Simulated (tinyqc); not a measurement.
Exact and approximate size effects: heat flow across a film from the phonon Boltzmann equation in the relaxation-time approximation. Computed by tinyqc, a small Python program. Command: `OMP_NUM_THREADS=1 python tinyqc.py 3021326 3021327 out.jsonl slabbte walk`. One thread of a shared host (Intel(R) Xeon(R) Processor @ 2.30GHz), about 0.01 s of CPU time with the checks.

Two black walls, hot at x = 0 and cold at x = L, emit phonons isotropically. For one free path Lambda, with tau = x/Lambda, tau_L = L/Lambda and phi = (T - T_cold)/Delta T, energy balance gives phi(tau) = (1/2) [E2(tau) + int_0^tau_L phi(s) E1(|tau - s|) ds]; E_n are the exponential integrals. The flux over the ballistic flux C v Delta T/4 is psi = 1 - 2 int_0^tau_L phi(s) E2(s) ds, and kappa_eff/kappa = (3/4) tau_L psi. kappa = C v Lambda/3 is an input, so at fixed kappa a longer free path means a smaller C v.

Inputs (values chosen for the exercise, modelled on silicon carbide): free path Lambda_1 = 150 nm.

Free-path groups: one.

Method:
- Cut the film into n equal cells with constant phi, collocated at the centres c_i: the kernel integrates to A_ij = |E2(|c_i - e_j|) - E2(|c_i - e_(j+1)|)|/2 for cell edges e_j, and A_ii = 1 - E2(half a cell); solve (1 - A) phi = E2(c)/2; psi = 1 - 2 sum_j phi_j [E3(e_j) - E3(e_(j+1))].
- Each group is solved on its own with 150 and 300 cells, psi = (4 psi(300) - psi(150))/3, and weighted by its share of kappa.
- Two-flux: kappa_eff/kappa = sum f_i/(1 + 4 Lambda_i/(3 L)). Matthiessen with the thickness: sum f_i/(1 + Lambda_i/L). Ballistic limit: sum f_i 3 L/(4 Lambda_i).

Kappa_eff/kappa:
```
L (nm)  Boltzmann  two-flux  Matthiessen  ballistic limit
4.5      0.021869  0.022005     0.029126           0.0225
15       0.068678  0.069767     0.090909            0.075
38        0.15550   0.15966      0.20213             0.19
90        0.30029   0.31034        0.375             0.45
220       0.50892   0.52381      0.59459              1.1
600       0.73792      0.75          0.8                3
1500      0.87562   0.88235      0.90909              7.5
3800      0.94714      0.95      0.96203               19
```

The two-flux formula lies above the Boltzmann result by at most about 3.3 % (at L = 90 nm); the Matthiessen form is high by up to 33 %, since it misses the factor 3/4 of the ballistic limit. The thinnest film reaches 97 % of that limit, and the thickest, 25 Lambda_1, only 95 % of the bulk value. Rows below about 10 nm are near the phonon wavelength, where a particle picture fails.
